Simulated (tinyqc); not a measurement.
Against doping: dopants and charged point defects at anneal temperature: Fermi-level effect, clustering and pairing. Computed by tinyqc, a small Python program. Command: `OMP_NUM_THREADS=1 python tinyqc.py 3015768 3015769 out.jsonl pairing walk`. One thread of a shared host (Intel(R) Xeon(R) Processor @ 2.30GHz), about 0.01 s of CPU time with the checks.

Boltzmann statistics and full ionisation of active dopants. Energies are counted from the valence band; the defect (a vacancy or self-interstitial) has five charge states, with all degeneracy factors one.

Inputs (values chosen for the exercise, with bands modelled on 4H-SiC):
```
quantity,value,unit
gap at 0 K E_g0,3.27,eV
Varshni alpha,0.000339,eV/K
Varshni beta,723,K
electron mass m_e,0.403,m_0
valleys M_c,3,-
hole mass m_h,2.02,m_0
anneal temperature T,1380,K
total dopant density N,3.3e+20,cm^-3
formation enthalpy of the neutral defect H_f,4.81,eV
formation entropy S_f,8.5,k_B
site density N_s,3.1e+22,cm^-3
```

Dopant: donor. Second part: pairing with a mobile impurity.

defect levels as fractions of E_g(T): (2+/+), (+/0), (0/-), (-/2-): [0.072, 0.22, 0.37, 0.9]

Constants: m_0 = 9.1093837015e-31 kg; k_B = 1.380649e-23 J/K; h = 6.62607015e-34 J s; k_B = 8.617333262e-05 eV/K.

Method:
- E_g = E_g0 - alpha T^2/(T + beta).
- N_c = 2 M_c (2 pi m_e k_B T/h^2)^(3/2) and N_v = 2 (2 pi m_h k_B T/h^2)^(3/2), masses in units of m_0.
- n_i = sqrt(N_c N_v) exp(-E_g/2 k_B T); E_i = E_g/2 + (k_B T/2) ln(N_v/N_c).
- No clustering: A = N.
- n = A/2 + sqrt(A^2/4 + n_i^2) for an active density A.
- chi = n/n_i (for acceptors n_i/p); E_F = E_i + k_B T ln chi; field enhancement h = 1 + A/sqrt(A^2 + 4 n_i^2).
- C_0 = N_s exp(S_f/k_B) exp(-H_f/k_B T). Ratios to the neutral state at E_F = E_i: r_+ = exp((E(+/0) - E_i)/k_B T), r_2+ = r_+ exp((E(2+/+) - E_i)/k_B T), r_- = exp((E_i - E(0/-))/k_B T), r_2- = r_- exp((E_i - E(-/2-))/k_B T); at other E_F state q scales as chi^(-q). The enhancement is sum r_q chi^(-q)/sum r_q. The charge on the defects is left out of neutrality.
- chi = n/n_i; h = 1 + A/sqrt(A^2 + 4 n_i^2); the dopant diffusivity over its intrinsic value is D/D_i = enhancement x h x A/N, if every charge state carries the dopant equally well.

E_g = 2.96301 eV

k_B T = 0.118919 eV

n_i = 1.42817e+15 cm^-3

E_i = 1.55995 eV

effective density of states N_b of the majority band = 1.90015e+20 cm^-3

neutral defects C_0 = 4.13696e+08 cm^-3

Charge states:
```
state,ratio r,intrinsic (cm^-3),doped (cm^-3)
2+,5.83187e-09,2.41262e+00,4.51875e-11
+,4.82676e-04,1.99681e+05,8.64175e-01
0,1.00000e+00,4.13696e+08,4.13696e+08
-,4.93401e+01,2.04118e+10,4.71646e+15
2-,4.48010e-03,1.85340e+06,9.89554e+16
```

Trend at the anneal temperature:
```
N (cm^-3),active A (cm^-3),chi,defect enhancement,mean charge,D/D_i
4.30e+13,4.30e+13,1.0152e+00,1.0149e+00,-0.9805,1.0301e+00
3.40e+14,3.40e+14,1.1261e+00,1.1236e+00,-0.9824,1.2564e+00
2.70e+15,2.70e+15,2.3213e+00,2.2953e+00,-0.9916,3.8721e+00
2.10e+16,2.10e+16,1.4772e+01,1.4516e+01,-1.0000,2.8900e+01
1.70e+17,1.70e+17,1.1904e+02,1.1795e+02,-1.0105,2.3588e+02
1.30e+18,1.30e+18,9.1026e+02,9.6584e+02,-1.0763,1.9317e+03
1.10e+19,1.10e+19,7.7022e+03,1.2828e+04,-1.4115,2.5655e+04
8.30e+19,8.30e+19,5.8116e+04,3.5752e+05,-1.8407,7.1503e+05
6.60e+20,6.60e+20,4.6213e+05,1.9458e+07,-1.9767,3.8915e+07
```

Well below n_i = 1.43e15 cm^-3 chi and the enhancement are near 1. At any doping d ln(enhancement)/d ln chi equals minus the mean charge, which goes from -0.98 to -1.98 over the rows. Rows with carriers above N_b lie beyond Boltzmann statistics. Caution: the carrier density exceeds the effective density of states, where Boltzmann statistics understate the shift of E_F and so the density of charged defects (gap narrowing, also left out, works the other way).
